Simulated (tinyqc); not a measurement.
Velocity overshoot from momentum and energy balance equations after a field step. Inputs raised by 10 %, one at a time. Computed by tinyqc, a small Python program. Command: `OMP_NUM_THREADS=1 python tinyqc.py 3013927 3013928 out.jsonl overshoot sens`. One thread of a shared host (Intel(R) Xeon(R) Processor @ 2.30GHz), about 0.05 s of CPU time with the checks.

At t = 0 the field jumps from 0 to F in a uniform sample. v is the drift velocity and u = w - (3/2) k_B T the excess energy per carrier.

Inputs (values chosen for the exercise, modelled on electrons in silicon except for tau_E): effective mass m = 0.27 m_0; low-field mobility mu_0 = 1500 cm^2/(V s); saturation velocity v_s = 0.94 1e7 cm/s; energy relaxation time tau_E = 0.32 ps; field after the step F = 17 kV/cm; lattice temperature T = 300 K; time step dt = 4 fs.

Scheme: implicit in the damping.

Constants: m_0 = 9.1093837015e-31 kg; e = 1.602176634e-19 C; k_B = 8.617333262e-05 eV/K.

Method:
- dv/dt = e F/m - v/tau_m(u), du/dt = e F v - u/tau_E, tau_m(u) = tau_0/(1 + c u), tau_0 = m mu_0/e, c = mu_0/(e tau_E v_s^2); this choice gives the steady state v (1 + mu_0 F v/v_s^2) = mu_0 F, which saturates at v_s. Steady velocity v = 2 mu_0 F/(1 + sqrt(1 + 4 (mu_0 F/v_s)^2)); u = e F v tau_E; carrier temperature T + 2u/(3 k_B), neglecting the drift energy m v^2/2.
- Step: v_new = (v + dt e F/m)/(1 + dt/tau_m(u)), u_new = (u + dt e F v_new)/(1 + dt/tau_E). Start v = u = 0; the distance adds dt (v + v_new)/2.
- Run to 8 times the larger of tau_E and tau_0, but at most 20001 steps, and stop early if |v| > 1000 v_s or u < -1/(2c); the run is accepted if the last v is within 0.5 % of the steady value.

Runs; columns: (1) input moved; (2) from; (3) to; (4) peak velocity (1e7 cm/s); (5) peak over steady velocity; (6) steady velocity (1e7 cm/s); (7) steady carrier temperature (K):
```
(1)                                    (2)    (3)     (4)     (5)      (6)     (7)
base run                                 -      -  1.1624  1.4853  0.78258  629.35
effective mass m (m_0)                0.27  0.297  1.1404  1.4572  0.78258  629.35
low-field mobility mu_0 (cm^2/(V s))  1500   1650  1.1951  1.5021  0.79560  634.83
saturation velocity v_s (1e7 cm/s)    0.94  1.034  1.2181  1.4408  0.84540  655.79
energy relaxation time tau_E (ps)     0.32  0.352  1.1849  1.5142  0.78258  662.29
field after the step F (kV/cm)          17   18.7  1.2189  1.5321  0.79560  668.32
```

Exponents ln(y'/y) / ln(x'/x):
```
input                         peak velocity  peak over steady velocity  steady velocity  steady carrier temperature
effective mass m                     -0.200                     -0.200            0.000                       0.000
low-field mobility mu_0               0.291                      0.118            0.173                       0.091
saturation velocity v_s               0.491                     -0.319            0.810                       0.432
energy relaxation time tau_E          0.202                      0.202            0.000                       0.535
field after the step F                0.499                      0.325            0.173                       0.630
```

Among the inputs moved here: peak velocity answers most in size to field after the step F (exponent +0.499), and about equally to saturation velocity v_s (+0.491). Peak over steady velocity answers most in size to field after the step F (exponent +0.325), and about equally to saturation velocity v_s (-0.319). Steady velocity answers most in size to saturation velocity v_s (exponent +0.810), next to low-field mobility mu_0 (+0.173); its exponent is below 0.0005 for effective mass m, energy relaxation time tau_E. Its exponent 0.000 in energy relaxation time tau_E: c is tied to tau_E so that the steady curve is fixed. Steady carrier temperature answers most in size to field after the step F (exponent +0.630), next to energy relaxation time tau_E (+0.535); its exponent is below 0.0005 for effective mass m.

Extremes, crossings and ranges named in words are read from the listed rows.
